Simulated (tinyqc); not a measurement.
# Lateral field, substrate current, probability of reaching the oxide barrier and hot-carrier lifetime of a silicon transistor (pseudo-two-dimensional and lucky-electron models), step by step

A worked calculation. Computed by tinyqc, a small Python program that keeps every step. Command: `OMP_NUM_THREADS=1 python tinyqc.py 3011847 3011848 out.jsonl hotcar walk`. One thread of a shared host (Intel(R) Xeon(R) Processor @ 2.30GHz), about 0.01 s of CPU time with the checks. Intermediate numbers are printed to about 7 digits and carried at full precision; extremes and crossings named in words are read from the listed rows.

Local-field models: a lucky carrier gains its energy at the peak field over a path free of collisions. Voltages are magnitudes.

Inputs (values chosen for the exercise, modelled on a silicon n-channel):
```
quantity,value,unit
channel length L,1100,nm
oxide thickness t,28,nm
junction depth x_j,190,nm
mobility mu,370,cm^2/(V s)
saturation velocity v_s,0.8,1e7 cm/s
threshold voltage V_T,0.38,V
gate voltage V_G,2.9,V
drain voltage V_D,4.2,V
ionisation prefactor A_i,1.8e+06,1/cm
ionisation field B_i,1.78,MV/cm
hot-carrier mean free path lambda,7.2,nm
oxide barrier phi_b,3.1,eV
interface-trap threshold phi_it,3.8,eV
lifetime constant H,100,s microampere/micrometre
```

Drain: abrupt.

Constants: eps_0 = 8.8541878128e-12 F/m.

## Saturation point and current

C_ox = 3.9 eps_0/t; F_sat = 2 v_s/mu; V_Dsat = V_ov F_sat L/(V_ov + F_sat L), V_ov = V_G - V_T; I_D/W = C_ox v_s (V_ov - V_Dsat).

F_sat = 43.24324 kV/cm

V_Dsat = 1.647304 V

drain current I_D/W = 86.10106 microampere/micrometre

## Peak lateral field

Scale length l = 0.22 t^(1/3) x_j^(1/2) (all in cm); F_m = sqrt(((V_D - V_Dsat)/l_e)^2 + F_sat^2), with l_e = l; length of the velocity-saturated region l_e ln((V_D - V_Dsat)/(l_e F_sat) + F_m/F_sat).

scale length l = 135.1612 nm

peak field F_m = 193.7504 kV/cm

velocity-saturated length = 294.6764 nm

energy gained over one free path, e lambda F_m = 0.1395003 eV

The field rises from F_sat to F_m as cosh(x/l_e), a factor 4.5, over 27 % of L.

## Hot-carrier currents and lifetime

Substrate current I_sub/I_D = (A_i/B_i)(V_D - V_Dsat) exp(-B_i/F_m); probability of reaching the oxide barrier exp(-phi_b/(e lambda F_m)); lifetime tau = (H/(I_D/W)) exp(phi_it/(e lambda F_m)).

I_sub/I_D = 2.642137e-04

substrate current I_sub/W = 0.02274908 microampere/micrometre

probability of reaching phi_b = 2.233744e-10

lifetime tau = 7.856127e+11 s

exponent m = phi_it/(e lambda B_i) = 2.965044

Since both exponentials depend on 1/F_m, tau I_D scales about as (I_sub/I_D)^(-m) with m = 2.97, which lets I_sub serve as the monitor. The lifetime is 2490 times ten years (3.156e8 s).

## Substrate current against gate voltage

The formulas are those given above.

At the given drain voltage:
```
V_G (V),V_Dsat (V),I_D/W (microampere/micrometre),F_m (kV/cm),I_sub/W (microampere/micrometre),tau (s)
0.59,0.201121,0.8760,299.0034,0.00920237,5.288344e+09
0.80,0.385925,3.3619,285.4812,0.02540764,3.179419e+09
1.10,0.625345,9.3387,267.9853,0.04402732,3.826749e+09
1.60,0.970969,24.5697,242.7843,0.05251052,1.123390e+10
2.10,1.263228,45.0655,221.5405,0.04336749,4.924790e+10
2.70,1.559426,75.0390,200.0934,0.02744235,3.801123e+11
3.30,1.809323,109.5805,182.0854,0.01505230,3.534854e+12
4.00,2.055624,154.3429,164.4409,0.00666185,5.627523e+13
4.60,2.236165,195.7270,151.5942,0.00309157,6.735667e+14
```

I_sub peaks at V_G = 1.6 V, 0.38 V_D: a higher gate voltage brings more carriers but raises V_Dsat and so lowers F_m. The shortest lifetime among the rows lies at V_G = 0.8 V, below that of the largest I_sub, since tau depends more steeply on the field.

## Extrapolating accelerated tests

V_10 solves tau = 3.156e8 s at the given V_G. The extrapolation fits ln(tau) against 1/V_D at 1, 1.08, 1.16 and 1.25 times the given V_D (rounded to 3 digits) by least squares and reads off the same tau.

Stress points:
```
V_D (V),1/V_D (1/V),tau (s)
4.20,0.2380952,7.856127e+11
4.54,0.2202643,3.653659e+10
4.87,0.2053388,3.341097e+09
5.25,0.1904762,3.574770e+08
```

ten-year drain voltage V_10 = 5.273720 V

V_10 from the 1/V_D extrapolation = 5.255823 V

The extrapolation is 18 mV below the true value.

Checks made by the program: voltage drop as the integral of F_sat cosh(x/l_e) over the saturated length (relative difference below 1e-10).
